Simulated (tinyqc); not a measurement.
# Regular and subregular solution with a miscibility gap, step by step

A worked calculation. Computed by tinyqc, a small Python program that keeps every step. Command: `OMP_NUM_THREADS=1 python tinyqc.py 3029783 3029784 out.jsonl regsol walk`. One thread of a shared host (Intel(R) Xeon(R) Processor @ 2.30GHz), about 0.02 s of CPU time with the checks. Intermediate numbers are printed to about 6 digits and carried at full precision; extremes and crossings named in words are read from the listed rows.

Per mole of mixing sites: G(x) = x (1 - x) [L0 + L1 (1 - 2x)] + R T [x ln x + (1 - x) ln(1 - x)], x the fraction of B.

Inputs (values chosen for the exercise, modelled on Ga(1-x)In(x)As): lattice constant a_A = 5.653 angstrom; lattice constant a_B = 6.058 angstrom; constant K = 47100 kJ angstrom^2.5/mol; asymmetry L1 = 0 kJ/mol; temperature T = 288 K; overall fraction x0 = 0.33; coherency modulus Y = 170 GPa; molar volume V_m = 30.2 cm^3/mol; gradient coefficient kappa = 2.9e-10 J/m; start value s0 = 0.05.

Source of L0: delta-lattice-parameter rule.

Constants: R = 8.314462618 J/(mol K).

## Interaction parameter

A bonding enthalpy -K a^(-2.5) with a linear in x gives L0 = 4.375 K (a_A - a_B)^2/abar^4.5, abar the mean lattice constant; eta = (a_B - a_A)/abar.

L0 = 11.8815 kJ/mol

eta = 0.0691657

## G, chemical potentials and activities

G' = L0 (1 - 2x) + L1 (1 - 6x + 6x^2) + R T ln[x/(1 - x)]; G'' = -2 L0 - 6 L1 (1 - 2x) + R T/[x (1 - x)]. mu_A = G - x G', mu_B = G + (1 - x) G', activity = exp(mu/(R T)).

G, G'' and activities at x = 0.02, 0.1, 0.2, 0.35, 0.5, 0.65, 0.8, 0.9, 0.98:
```
x     G (kJ/mol)  G'' (kJ/mol)  activity of A  activity of B
0.02    -0.00188       98.4087        0.98195        2.34749
0.10     0.29090        2.8433        0.94578        5.56513
0.20     0.70279       -8.7970        0.97563        4.78819
0.35     1.15269      -13.2374        1.19368        2.84785
0.50     1.31059      -14.1847        1.72861        1.72861
0.65     1.15269      -13.2374        2.84785        1.19368
0.80     0.70279       -8.7970        4.78819        0.97563
0.90     0.29090        2.8433        5.56513        0.94578
0.98    -0.00188       98.4087        2.34749        0.98195
```

G'' is negative at 5 of the nine compositions (0.2, 0.35, 0.5, 0.65, 0.8), where the solution is unstable.

## Critical point

The spinodal is G'' = 0, R T_s(x) = x (1 - x) [2 L0 + 6 L1 (1 - 2x)]; the critical point is its maximum.

critical composition x_c = 0.5

critical temperature T_c = 714.508 K

With L1 = 0 this is x_c = 1/2 and T_c = L0/(2 R).

## Spinodal at T

Solve G'' = 0 on each side of x_c.

spinodal x_s1 = 0.113695

spinodal x_s2 = 0.886305

Caution: at such a low temperature diffusion in a solid alloy is normally frozen, so this equilibrium would not be reached.

## First Newton step for the common tangent

Common tangent: F1 = G'(x1) - G'(x2) = 0 and F2 = [G - x G'](x1) - [G - x G'](x2) = 0. Newton step: J = [[G''(x1), -G''(x2)], [-x1 G''(x1), x2 G''(x2)]], J dx = -F; a step that would leave 0 < x < 1 is halved until it stays inside. The start is x1 = s0, x2 = 1 - s0.

F (kJ/mol): F1 7.28539, F2 -3.64269

J (kJ/mol):
```
[[26.6489, -26.6489],
 [-1.3324, 25.3165]]
```

new (x1, x2): [0.015827, 0.984173]

## Binodal by Newton steps

Stop when the step is below 1e-12, or when x1 and x2 meet within 1e-5; residuals under 1e-7 are shown as 0.

Iteration:
```
step         x1        x2   F1 (kJ/mol)   F2 (kJ/mol)
1     0.0500000  0.950000   7.28539e+00  -3.64269e+00
2     0.0158270  0.984173   3.23128e+00  -1.61564e+00
3     0.0033958  0.996604  -3.60938e+00   1.80469e+00
4     0.0060350  0.993965  -9.68166e-01   4.84083e-01
5     0.0073244  0.992676  -9.58696e-02   4.79348e-02
6     0.0074813  0.992519  -1.08285e-03   5.41423e-04
7     0.0074831  0.992517  -1.40512e-07             0
8     0.0074831  0.992517             0             0
```

solubility limit x1 = 0.00748309

solubility limit x2 = 0.992517

Converged: the gap runs from 0.007483 to 0.9925, outside the spinodal as it must.

## Lever rule at x0

Inside the gap the B-rich phase has the fraction f = (x0 - x1)/(x2 - x1), and the gain is (1 - f) G(x1) + f G(x2) - G(x0); outside it one phase remains.

fraction f of the B-rich phase = 0.327417

free energy of decomposition = -1125.74 J/mol

x0 lies inside the chemical spinodal: coherency strain aside, small waves of composition grow without a barrier.

## Fastest-growing wave

Linear Cahn-Hilliard theory, coherency strain left out, with energy density G/V_m + kappa (grad x)^2: the rate goes as -k^2 (G''/V_m + 2 kappa k^2), so k_c^2 = -G''/(2 kappa V_m), the fastest wave has k_m = k_c/sqrt(2) and length 2 pi/k_m.

G''(x0) = -12.9328 kJ/mol

k_c = 0.859267 1/nm

fastest wavelength = 10.3411 nm

## Coherent spinodal

If the lattice stays coherent, G'' gains 2 eta^2 Y V_m (eta = d ln a/dx, Y the biaxial modulus, E/(1 - nu) if isotropic), which is L0 replaced by L0 - eta^2 Y V_m (1 GPa cm^3/mol = 1 kJ/mol); the program reports 0 if the result is not positive.

eta^2 Y V_m = 24.5605 kJ/mol

top of the coherent spinodal = 0 K

Coherency strain takes most or all of L0: decomposition then needs incoherent interfaces or a free surface.

## The phase diagram

For this table each start is x_s1/6 and 1 - (1 - x_s2)/6. The dilute estimate of x1 is exp(-(L0 + L1)/(R T)).

Binodal and spinodal:
```
T (K)  binodal x1  spinodal x_s1  spinodal x_s2  binodal x2  dilute estimate of x1
286    0.00721419       0.112791       0.887209    0.992786             0.00676118
357     0.0211802       0.146321       0.853679    0.978820              0.0182636
429     0.0464645       0.183936       0.816064    0.953535              0.0357560
500     0.0855783       0.226039       0.773961    0.914422              0.0573817
572      0.145192       0.276702       0.723298    0.854808              0.0822264
643      0.237190       0.341823       0.658177    0.762810               0.108347
686      0.329795       0.400127       0.599873    0.670205               0.124542
```

The dilute estimate is 0.94 of x1 at the lowest T and 0.38 at the highest: it drops the pull of the other solutes and the impurity of the second phase. Near the top the binodal is 1.70 times as wide as the spinodal; the mean-field limit at T_c is sqrt(3) = 1.73.

Checks made by the program: binodal against the lower hull of G on 40001 points (relative difference 7e-06).
